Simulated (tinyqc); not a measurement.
Rapid thermal processing of a wafer: radiative balance, ramp and cooling, pattern effects, pyrometer error and spike budget: one step, computed by the program tinyqc.

The wafer is opaque and uniform through its thickness unless said otherwise; temperatures in formulas are in kelvin (C + 273.15). sigma = 5.670374419e-12 W/(cm^2 K^4).

Problem. Pyrometer error. Signal proportional to eps/(exp(c2/(lambda T)) - 1), c2 = h c/k_B. If the assumed emissivity is too high by the given error, the reading T' solves (1 + error)/(exp(c2/(lambda T')) - 1) = 1/(exp(c2/(lambda T)) - 1). Wien estimate: T' - T = -lambda T^2 ln(1 + error)/c2. Process rates go as exp(-E_a/(k_B T)).

Inputs (values chosen for the exercise, modelled on a hot silicon wafer):

| quantity | value | unit |
|---|---|---|
| process temperature | 1150 | C |
| starting temperature | 500 | C |
| pyrometer wavelength | 4.5 | micrometre |
| error of the assumed emissivity | 11 | % |
| activation energy of the process E_a | 2 | eV |

Constants: h = 6.62607015e-34 J s; c = 299792458 m/s; k_B = 1.380649e-23 J/K; k_B = 8.617333262e-05 eV/K.

Give: c2; c2/(lambda T); reading less true temperature; Wien estimate; rate at T over rate at T', less 1.

Solution.

c2 = 14388 micrometre K

c2/(lambda T) = 2.2466

reading less true temperature = -57.052 K

Wien estimate = -66.108 K

rate at T over rate at T', less 1 = 97.599 %

Caution: below about 600 C lightly doped silicon is partly transparent at this wavelength, so its emissivity is not yet the hot value early in the ramp.
